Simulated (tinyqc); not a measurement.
Random telegraph noise from one oxide trap in a small MOSFET: two steps of the calculation.

An acceptor-like trap exchanges electrons with the channel. Inversion charge Q = Cox u, u = n Vt W0(exp((Vg - VT)/(n Vt))), W0 the Lambert function, n = nf, Cox = eps0 eox/tox; linear regime Id = (W/L) mu Q Vd. Relative to threshold the surface potential rises by Vt ln(u/u0) and the oxide voltage by the rest of Vg - VT, with u0 = n Vt W0(1).

Inputs (values chosen for the exercise); values of the order met in silicon transistors:

| symbol | value | unit | meaning |
|---|---|---|---|
| T | 300 | K | temperature |
| eox | 3.9 |  | relative permittivity of the gate insulator (close to silicon dioxide) |
| tox | 2.3 | nm | insulator thickness |
| xt | 0.64 | nm | depth of the trap from the channel interface |
| E0 | 0.03 | eV | trap level above the channel Fermi level at threshold |
| s0 | 3e-16 | cm^2 | capture prefactor |
| EB | 0.46 | eV | capture barrier (lattice relaxation) |
| lt | 0.11 | nm | tunnelling decay length |
| vth | 1.4e7 | cm/s | thermal velocity |
| zi | 2.2 | nm | thickness of the inversion layer |
| VT | 0.32 | V | threshold voltage |
| nf | 1.3 |  | body factor |
| Vg | 0.3 | V | gate voltage |

Constants: q = 1.602176634e-19 C, kB = 1.380649e-23 J/K, Vt = kB T/q, eps0 = 8.8541878128e-14 F/cm where lengths are in cm. Results are converted to the units shown.

Question 1. Trap level, time constants and occupancy. N = Cox u/q; dpsi = Vt ln(u/u0); E = E0 - dpsi - (xt/tox)(Vg - VT - dpsi); capture time tc = 1/[(N/zi) vth s0 exp(-xt/lt - EB/Vt)]; emission time te = tc exp(-E/Vt); occupancy te/(tc + te).

Give: u; N; dpsi; E; tc; te; occupancy.

Answer 1.

u = 0.012701 V
N = 1.1902e11 cm^-2
dpsi = -0.010493 V
E = 0.043139 eV
tc = 7.9070 s
te = 1.4904 s
occupancy = 0.15860

The trap lies 1.7 Vt above the Fermi level, so it is filled 15.9 % of the time.

Question 2. Lorentzian spectrum. Spectrum S(f) = 4 dI^2/{(tc + te)[(1/tc + 1/te)^2 + (2 pi f)^2]}; corner fc = (1/tc + 1/te)/(2 pi); variance dI^2 tc te/(tc + te)^2. Give S at f = 0, at fc and at 10 fc.

tc = 7.9069598 s
te = 1.4904379 s
dI = 100.72256 nA

Give: fc; S(0); S(fc); S(10 fc); rms current.

Answer 2.

fc = 0.1269 Hz
S(0) = 6.791e-15 A^2/Hz
S(fc) = 3.396e-15 A^2/Hz
S(10 fc) = 6.724e-17 A^2/Hz
rms current = 36.79 nA

The rms value is 0.365 of the step; it reaches its largest share, 1/2, when tc = te.

Range of the model: VT is taken as given; short-channel effects and the uneven flow of current among few electrons are left out.

Computed by the program tinyqc: `OMP_NUM_THREADS=1 python tinyqc.py 2710159 2710160 out.jsonl`, one thread of a shared Intel Xeon 2.30GHz, about 0.01 s for the whole run.
